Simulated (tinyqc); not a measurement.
Single-band model of a thermoelectric material. From one set of inputs to another, one input at a time. Computed by tinyqc, a small Python program. Command: `OMP_NUM_THREADS=1 python tinyqc.py 3022572 3022573 out.jsonl thermo ladder`. One thread of a shared host (Intel(R) Xeon(R) Processor @ 2.30GHz), about 0.04 s of CPU time with the checks.

One spherical band, one scattering law, no minority carriers and no phonon drag. In a real material minority carriers limit |S| to about E_g/(2 e T), so larger values are formal. eta = E_F/(k_B T) is counted from the band edge; f = 1/(1 + exp(x - eta)).

The inputs printed are set A. Inputs not listed in the table keep their values of set A, so the rows need not describe a real material.

Inputs (values chosen for the exercise, for a model material):

| quantity | value | unit |
|---|---|---|
| density-of-states mass m | 1.3 | m_0 |
| mobility parameter mu_300 | 240 | cm^2/(V s) |
| temperature exponent p | 1.5 | - |
| lattice thermal conductivity kappa_L | 3.3 | W/(m K) |
| carrier density n | 3.2e+19 | 1/cm^3 |
| temperature T | 880 | K |

Band: parabolic. Scattering: constant relaxation time, r = 0.

Constants: m_0 = 9.1093837015e-31 kg; k_B = 1.380649e-23 J/K; hbar = 1.054571817e-34 J s; k_B = 8.617333262e-05 eV/K; e = 1.602176634e-19 C.

Method:
- With x = E/(k_B T), a = alpha k_B T (0 for a parabolic band), G = x (1 + a x), D = 1 + 2 a x and <y> = int y f (1 - f) dx, f = 1/(1 + exp(x - eta)): tau = tau_0 G^r/D; transport function s = G^(3/2 + r)/D^2; n = N_0 <G^(3/2)> with N_0 = (2 m k_B T)^(3/2)/(3 pi^2 hbar^3).
- Integrals over x = E/(k_B T) use 160 Gauss-Legendre points in u = sqrt(x) from 0 to sqrt(max(eta, 0) + 32).
- Solve for eta.
- sigma = e mu_0 N_0 <s> with mu_0 = e tau_0/m = mu_300 (T/300 K)^(-p); |S| = (k_B/e)(<x s>/<s> - eta); Lorenz number L = (k_B/e)^2 (<x^2 s>/<s> - (<x s>/<s>)^2); kappa_e = L sigma T; zT = S^2 sigma T/(kappa_L + kappa_e).
- Hall factor r_H = <G^(3/2)> <G^(3/2 + 2r)/D^4>/<s>^2; drift mobility sigma/(n e) with n = N_0 <G^(3/2)>; power factor S^2 sigma.

Each row keeps all changes above it:

| input moved | from | to | Seebeck coefficient \|S\| (microvolt/K) | power factor (microwatt/(cm K^2)) | Lorenz number L (1e-8 V^2/K^2) |
|---|---|---|---|---|---|
| set A | - | - | 368.80 | 33.31 | 1.8703 |
| temperature T (K) | 880 | 610 | 322.37 | 44.10 | 1.8801 |
| mobility parameter mu_300 (cm^2/(V s)) | 240 | 210 | 322.37 | 38.59 | 1.8801 |
| lattice thermal conductivity kappa_L (W/(m K)) | 3.3 | 0.6 | 322.37 | 38.59 | 1.8801 |
| temperature exponent p | 1.5 | 0.5 | 322.37 | 78.46 | 1.8801 |
| carrier density n (1/cm^3) | 3.2e+19 | 3.3e+20 | 139.99 | 152.59 | 2.0494 |
| density-of-states mass m (m_0) | 1.3 | 0.94 | 109.18 | 92.82 | 2.1277 |

Which inputs carry the difference?

Seebeck coefficient |S| goes from 369 to 109, a factor 0.296 in all. The largest single move comes from carrier density n (a factor 0.434). Power factor goes from 33.3 to 92.8, a factor 2.79 in all. The largest single move comes from temperature exponent p (a factor 2.03), and density-of-states mass m works against it (a factor 0.608). Lorenz number L goes from 1.87 to 2.13, a factor 1.14 in all. The largest single move comes from carrier density n (a factor 1.09). The single moves hold for this order of the switches; the total does not depend on the order.

Extremes, crossings and ranges named in words are read from the listed rows.
